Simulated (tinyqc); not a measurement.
Read current of a NAND string, cells in series solved by shooting: course of the secant iteration.

Cells in series, numbered from 0 at the source line (0 V) to the bit line, each followed by a gap resistance Rg. A cell with gate Vg, threshold VT, source Vs and drain Vd passes I = 2 nf K Vt^2 [F(Vs) - F(Vd)]/(1 + th max(Vg - VT, 0)), F(V) = ln^2(1 + exp((Vg - VT - nf V)/(2 nf Vt))). The selected cell has Vg = Vr, the others Vg = Vp.

For a trial current I start at 0 V and, cell by cell (the selected one is cell 4), solve for the drain: sqrt(F(Vd)) = sqrt(F(Vs) - I/k), k = 2 nf K Vt^2/(1 + th max(Vg - VT, 0)), Vd = [Vg - VT - 2 nf Vt ln(exp(sqrt F) - 1)]/nf, then add I Rg.

Secant steps on the end voltage less Vbl, from the two trials; a trial above the saturation current of a cell has no solution and is moved halfway to the previous trial. Stop below 1e-9 V.

Inputs (values chosen for the exercise); values of the order met in vertical NAND strings: temperature T = 300 K; gain factor of a cell K = 12 uA/V^2; slope factor nf = 1.3; mobility reduction factor th = 0.17 1/V; resistance of the gap between cells Rg = 6.5 kohm; bit-line voltage Vbl = 0.3 V; pass voltage Vp = 7.3 V; read voltage on the selected word line Vr = 1.62 V.

Constants: q = 1.602176634e-19 C, kB = 1.380649e-23 J/K, Vt = kB T/q. Results are converted to the units shown.

thresholds from the source end, cell 0 to 4 (V): 3  3  -1  -1  0.5
first trial current = 0.65 uA
second trial current = 0.99 uA

Course of the iteration:
```
iteration   I (uA)  end voltage - Vbl (V)  halvings
1          1.12202                3.32e-3         0
2          1.11139               -8.51e-5         0
3          1.11166               -1.94e-7         0
4          1.11166               1.13e-11         0
```

Did this iteration meet its convergence test, and what does its course show?

Yes. Converged in 4 iterations to I = 1.1117 uA. The selected cell takes 44.5 % of the bit-line voltage and the gaps together 12.0 %.

Numbers from tinyqc (`OMP_NUM_THREADS=1 python tinyqc.py 2142260 2142261 out.jsonl`; about 0.5 s on one thread of a shared Intel Xeon 2.30GHz).
